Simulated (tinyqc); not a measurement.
Nanosheet or nanowire with hard walls, valleys of the Ge type: one step. One-dimensional subbands. Two cases, with inputs chosen for the exercise.

Problem. The ten lowest levels of all groups together, numbered within each group.

Hard walls around a W x H rectangle. The block w_c of w in (y, z) confines; the transport mass follows from 1/m_x = w_xx - w_xc w_c^-1 w_cx. The cross-section problem c (w_yy ky^2 + 2 w_yz ky kz + w_zz kz^2), c = hbar^2/2m0, is solved in products sin(n pi y/W) sin(l pi z/H), n, l = 1 to 12; if w_yz = 0 the levels are c pi^2 (w_yy n^2/W^2 + w_zz l^2/H^2). The w_yz term couples (n, l) to (n', l') by -2 c w_yz D_nn'(W) D_ll'(H) with D_nm(L) = 4 n m/(L (n^2 - m^2)) for n + m odd and 0 otherwise.

Constants: hbar^2/2m0 = 3.80998211 eV angstrom^2.

Case 1.

Values chosen (out of a larger set: near those of Ge; not measured data): W = 115 angstrom (width, along y); H = 34 angstrom (height, along z = [001]).

Valleys:

| group | valleys g | w_yy | w_zz | \|w_yz\| | m_x (m0) |
|---|---|---|---|---|---|
| A | 2 | 4.481187 | 8.338155 | 5.454576 | 0.082000 |
| B | 2 | 12.195122 | 8.338155 | 0.000000 | 1.095333 |

Case 2.

Values chosen (out of a larger set: near those of Ge; not measured data): W = 100 angstrom (width, along y); H = 44 angstrom (height, along z = [001]).

Valleys:

| group | valleys g | w_yy | w_zz | \|w_yz\| | m_x (m0) |
|---|---|---|---|---|---|
| A | 4 | 8.441023 | 8.441023 | 3.904656 | 0.581667 |

Give: Subbands.

Solution.

Case 1.

Subbands:

| label | valleys g | m_x (m0) | E (eV) |
|---|---|---|---|
| A1 | 2 | 0.0820 | 0.2744 |
| A2 | 2 | 0.0820 | 0.2841 |
| A3 | 2 | 0.0820 | 0.3000 |
| B1 | 2 | 1.0953 | 0.3059 |
| A4 | 2 | 0.0820 | 0.3224 |
| A5 | 2 | 0.0820 | 0.3509 |
| A6 | 2 | 0.0820 | 0.3859 |
| B2 | 2 | 1.0953 | 0.4099 |
| A7 | 2 | 0.0820 | 0.4263 |
| A8 | 2 | 0.0820 | 0.4743 |

The lowest subband is A1; the number of further ones in the list within kB T = 30.2 meV of it at 350 K is 2.

Case 2.

Subbands:

| label | valleys g | m_x (m0) | E (eV) |
|---|---|---|---|
| A1 | 4 | 0.5817 | 0.1908 |
| A2 | 4 | 0.5817 | 0.2706 |
| A3 | 4 | 0.5817 | 0.4008 |
| A4 | 4 | 0.5817 | 0.5749 |
| A5 | 4 | 0.5817 | 0.6858 |
| A6 | 4 | 0.5817 | 0.7444 |
| A7 | 4 | 0.5817 | 0.8172 |
| A8 | 4 | 0.5817 | 0.8930 |
| A9 | 4 | 0.5817 | 1.0614 |
| A10 | 4 | 0.5817 | 1.0927 |

The lowest subband is A1; the number of further ones in the list within kB T = 25.9 meV of it at 300 K is 0.

Computed by tinyqc, one run a case: `OMP_NUM_THREADS=1 python tinyqc.py N N+1 out.jsonl` with N = 1281670, 1282046; one thread of a shared Intel(R) Xeon(R) Processor @ 2.30GHz, about 0.2 s a run at most.
